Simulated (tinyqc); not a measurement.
Comparisons within one model: valley splitting in a one-orbital chain of atomic planes (second-neighbour model). A value that a table varies takes the place of the one given here.

Each (001) plane carries one orbital with energy e0, hopping v to the next plane and u to the second: E(phi) = e0 + 2 v cos(phi) + 2 u cos(2 phi), where phi = pi - k a/4 (the sign of every second orbital is chosen so that v > 0, which shifts the phase by pi). The minimum lies at cos(phi0) = -v/(4u), phi0 = pi - (pi/2) k0 for a valley at k0 (2 pi/a), and e0 puts it at zero. A slab of N planes has hard walls: the matrix simply ends.

A well of Nw planes between barriers of 40 planes each (as of a SiGe alloy, taken as an offset alone). With x = j - 39.5 for plane j = 0, 1, ..., the potential is V0 (f(x) + f(Nw - x)) + F (j - 40) a/4, f(y) = 1/(1 + exp(y/L)), a step for L = 0; L is in planes, 4 L is about the distance over which f goes from 0.88 to 0.12, and 1 MV/m = 1e-4 V/angstrom.

Constants: hbar^2/2m0 = 3.80998211 eV angstrom^2.

Values chosen for the exercise (near those of the Delta valleys of silicon; abrupt walls in this chain split the valleys several times more than measured wells; not measured data):
- a = 5.427 angstrom (lattice constant; planes lie a/4 apart)
- ml = 0.896 m0 (longitudinal mass)
- N0 = 31 (first number of planes)
- Nf = 120 (planes in the thick slab)
- V0 = 0.1 eV (barrier height)
- F = 2 MV/m (field)
- Nw = 68 (planes in the well)
- k0 = 0.833 2 pi/a (position of the valley)

## Splitting against the number of planes

u = 0.619141 eV
v = 0.642235 eV
e0 = 1.404830 eV
phi0 = 1.833119 rad

Ten slabs from N0 on, of thickness (N - 1) a/4 between the outer planes. Effective mass: E1 = (c/ml)(pi/W)^2 with W = (N + 2) a/4: the amplitude vanishes on two missing planes at each end, and the envelope has its nodes N + 2 spacings apart. Large-N estimate of the splitting: 16 pi^2 u |sin(phi0) sin((N + 2) phi0)|/(N + 2)^3.

Doublet (meV):

| N | thickness (angstrom) | mean level | effective mass | splitting | estimate |
|---|---|---|---|---|---|
| 31 | 40.70 | 20.89 | 20.94 | 1.949 | 1.890 |
| 32 | 42.06 | 19.66 | 19.72 | 1.073 | 1.164 |
| 33 | 43.42 | 18.60 | 18.61 | 2.146 | 2.137 |
| 34 | 44.77 | 17.54 | 17.59 | 0.112 | 0.038 |
| 35 | 46.13 | 16.64 | 16.65 | 1.764 | 1.791 |
| 36 | 47.49 | 15.76 | 15.79 | 0.936 | 0.890 |
| 37 | 48.84 | 14.96 | 14.99 | 1.057 | 1.102 |
| 38 | 50.20 | 14.24 | 14.25 | 1.311 | 1.293 |
| 39 | 51.56 | 13.53 | 13.56 | 0.281 | 0.326 |
| 40 | 52.91 | 12.92 | 12.92 | 1.269 | 1.274 |

The mean level falls smoothly, from 20.9 to 12.9 meV, within 0.4 % of the effective-mass value. The splitting swings between 0.112 (N = 34) and 2.146 meV (N = 33): one plane more or less changes the phase between the two walls by phi0 = 1.833 rad. The estimate misses the computed values by at most 0.091 meV.

## Splitting against the electric field

A thick slab in a field F: plane j = 0, 1, ... gains the energy F j a/4 (1 MV/m = 1e-4 V/angstrom), which presses the electron against the first wall. The exponent is the slope of ln(splitting) against ln F between 20 and 50 MV/m.

Doublet:

| F (MV/m) | mean level (meV) | splitting (meV) | splitting/F (meV per MV/m) |
|---|---|---|---|
| 1 | 7.96 | 0.1411 | 0.1411 |
| 2 | 12.54 | 0.2811 | 0.1405 |
| 5 | 22.82 | 0.7028 | 0.1406 |
| 10 | 35.79 | 1.4059 | 0.1406 |
| 20 | 55.93 | 2.8132 | 0.1407 |
| 30 | 72.47 | 4.2216 | 0.1407 |
| 50 | 100.15 | 7.0413 | 0.1408 |

exponent = 1.00

The splitting goes from 0.1411 to 7.0413 meV. At high field it grows as F^1.00: at a single hard wall it follows the squared slope of the envelope, which is proportional to F, while the level itself grows about as F^(2/3) (here F^0.64). A hard wall is the sharpest interface possible; real Si interfaces split several times less.

## Sharp and graded interfaces

The lowest doublet for several interface widths L.

Doublet:

| L (planes) | 4 L (angstrom) | mean level (meV) | splitting (micro-eV) |
|---|---|---|---|
| 0.00 | 0.00 | 11.61 | 304.90 |
| 0.25 | 1.36 | 11.63 | 164.02 |
| 0.50 | 2.71 | 11.67 | 31.58 |
| 0.75 | 4.07 | 11.73 | 5.41 |
| 1.00 | 5.43 | 11.80 | 0.94 |
| 1.50 | 8.14 | 12.00 | 0.03 |
| 2.00 | 10.85 | 12.25 | 0.00 |

The mean level moves by +0.6 meV over the table, while the splitting falls from 304.9 micro-eV at a step to 0.94 at L = 1 plane, a factor 323. Coupling the valleys needs the Fourier component of the potential at twice the valley wave vector, a period of a few planes, and grading removes it. Random alloy disorder, left out here, sets the splitting once this part is gone.

## What each parameter does

Step interfaces (L = 0). u, v, e0 follow from 8 u sin^2(phi0) = (2c/ml)/(a/4)^2, v = -4u cos(phi0), e0 = 2u + v^2/(4u), c = hbar^2/2m0. Each row changes one parameter from the base and keeps the others.

Results:

| case | mean level (meV) | splitting (micro-eV) |
|---|---|---|
| base | 11.61 | 304.9 |
| k0 = 0.843 2 pi/a | 11.61 | 312.6 |
| ml = 0.986 m0 | 11.22 | 299.9 |
| V0 = 0.15 eV | 11.89 | 308.9 |
| F = 4 MV/m | 17.54 | 565.9 |
| Nw = 69 | 11.59 | 303.9 |

The largest shifts from the base row, up to three for each result and ties (the steps differ in size, so this ranks the rows, not the parameters). mean level (meV): F +5.93, ml -0.38, V0 +0.28; unchanged at the printed digits by k0. splitting (micro-eV): F +261.0, k0 +7.7, ml -5.1.

Program tinyqc; command `OMP_NUM_THREADS=1 python tinyqc.py 1482110 1482111 out.jsonl`; about 0.02 s on one thread of a shared Intel(R) Xeon(R) Processor @ 2.30GHz.
